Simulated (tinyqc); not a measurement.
Phonon-assisted absorption at an indirect gap: one step. Quantum efficiency of a diode. Five cases, with inputs chosen for the exercise.

Problem. Evaluate the factors; 1 micrometre = 1e-4 cm.

Photodiode (Gaertner form with a dead layer): QE = (1 - R) exp(-alpha xj) [1 - exp(-alpha W)/(1 + alpha L)], R = ((nr - 1)/(nr + 1))^2; responsivity = QE/E in A/W for E in eV.

Give: passes the dead layer; collected share; QE; responsivity.

Case 1.

Values chosen (loosely those of Si at room temperature; Eg is not tied to T; the results hold for these values, not for the real material): E = 1.314 eV (photon energy); nr = 3.56 (refractive index); xj = 0.086 micrometre (dead layer at the surface); W = 0.8 micrometre (depleted width); L = 28 micrometre (minority diffusion length below it).

alpha = 112.516 1/cm

Solution.

passes the dead layer = 0.9990
collected share = 0.2464
QE = 0.1686
responsivity = 0.1283 A/W

Without diffusion from below the collected share would be 0.0090.

Case 2.

Values chosen (loosely those of GaP at room temperature; Eg is not tied to T; the results hold for these values, not for the real material): E = 2.368 eV (photon energy); nr = 3.38 (refractive index); xj = 0.51 micrometre (dead layer at the surface); W = 9.3 micrometre (depleted width); L = 140 micrometre (minority diffusion length below it).

alpha = 67.7052 1/cm

Solution.

passes the dead layer = 0.9966
collected share = 0.5179
QE = 0.3638
responsivity = 0.1536 A/W

Without diffusion from below the collected share would be 0.0610.

Case 3.

Values chosen (loosely those of GaP at room temperature; Eg is not tied to T; the results hold for these values, not for the real material): E = 2.608 eV (photon energy); nr = 3.35 (refractive index); xj = 0.14 micrometre (dead layer at the surface); W = 3.3 micrometre (depleted width); L = 13 micrometre (minority diffusion length below it).

alpha = 659.077 1/cm

Solution.

passes the dead layer = 0.9908
collected share = 0.5667
QE = 0.3976
responsivity = 0.1525 A/W

Without diffusion from below the collected share would be 0.1955.

Case 4.

Values chosen (loosely those of Si at room temperature; Eg is not tied to T; the results hold for these values, not for the real material): E = 1.372 eV (photon energy); nr = 3.66 (refractive index); xj = 0.4 micrometre (dead layer at the surface); W = 1.5 micrometre (depleted width); L = 160 micrometre (minority diffusion length below it).

alpha = 270.337 1/cm

Solution.

passes the dead layer = 0.9892
collected share = 0.8197
QE = 0.5467
responsivity = 0.3984 A/W

Without diffusion from below the collected share would be 0.0397.

Case 5.

Values chosen (loosely those of SiC at room temperature; Eg is not tied to T; the results hold for these values, not for the real material): E = 3.584 eV (photon energy); nr = 2.81 (refractive index); xj = 0.43 micrometre (dead layer at the surface); W = 5.8 micrometre (depleted width); L = 2.8 micrometre (minority diffusion length below it).

alpha = 444.026 1/cm

Solution.

passes the dead layer = 0.9811
collected share = 0.3125
QE = 0.2374
responsivity = 0.0662 A/W

Without diffusion from below the collected share would be 0.2270.

Computed by tinyqc, one run a case: `OMP_NUM_THREADS=1 python tinyqc.py N N+1 out.jsonl` with N = 1652467, 1652611, 1680066, 1680074, 1680120; one thread of a shared Intel(R) Xeon(R) Processor @ 2.30GHz, about 0.01 s a run at most.
